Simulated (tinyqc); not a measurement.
MOS structure on a p-type body, non-linear Poisson equation by Newton steps: one step of the calculation.

One dimension, insulator interface at x = 0, acceptor density Na, uniform, net doping C = -(acceptor density). psi is counted from the intrinsic level: n = ni exp((psi - Vb)/Vt), p = ni exp(-psi/Vt); deep in the body psi_b = -Vt ln(Na/ni). The gate acts through Cox = eps0 eox/tox and has the potential psi_G = Vg - (phiM - chi - Vt ln(Nc/ni)). Boltzmann statistics, full ionisation, classical densities, no oxide or interface charge.

Problem. Newton step. Solve the tridiagonal system a_(i-1) d_(i-1) + b_i d_i + a_i d_(i+1) = -F_i for nodes 0 to 11, with d = 0 on fixed nodes. The full step is added.

Values chosen for this exercise:
- T = 300 K (temperature)

Constants: q = 1.602176634e-19 C, kB = 1.380649e-23 J/K, Vt = kB T/q. Results are converted to the units shown.

coupling a_i, interval 0 to 11 (F/cm^2): [4.6632056e-5, 2.7538616e-5, 1.6229254e-5, 9.5819293e-6, 5.6638124e-6, 3.3388107e-6, 1.9675973e-6, 1.1658014e-6, 6.8576553e-7, 4.0549614e-7, 2.4037142e-7, 1.4130926e-7]

```
node  diagonal b (F/cm^2)  residual F (C/cm^2)
0           -5.2828619e-5        -4.5629131e-8
1           -7.7803801e-5        -8.8338913e-8
2           -4.7333995e-5        -8.6506657e-8
3           -2.8247801e-5        -5.8905889e-8
4           -1.6159991e-5        -2.1987962e-8
5           -9.1307937e-6        -3.0552008e-9
6           -5.3100304e-6       -8.4857702e-11
7           -3.1334072e-6       -1.9268053e-13
8           -1.8515669e-6       -1.2945244e-17
9           -1.0912618e-6        1.8368576e-14
10          -1.2216402e-6        8.9951257e-11
11          -1.0081134e-5        3.6788750e-10
```

psi after iteration 1, node 0 to 12 (V): [1.2539655, 1.2454714, 1.2313402, 1.2078540, 1.1689086, 1.1044797, 0.9986184, 0.8286485, 0.5693559, 0.2080404, -0.1752438, -0.2345990, -0.2359747]

Give: Newton step d; psi after iteration 2.

Solution.

Newton step d, node 0 to 11 (V): [-0.01645, -0.01766, -0.01883, -0.01961, -0.01978, -0.01938, -0.01853, -0.01708, -0.01462, -0.01046, -0.00341, -0.00004]
psi after iteration 2, node 0 to 12 (V): [1.238, 1.228, 1.213, 1.188, 1.149, 1.085, 0.980, 0.812, 0.555, 0.198, -0.179, -0.235, -0.236]

Numbers from tinyqc (`OMP_NUM_THREADS=1 python tinyqc.py 2080021 2080022 out.jsonl`; about 0.3 s on one thread of a shared Intel Xeon 2.30GHz).
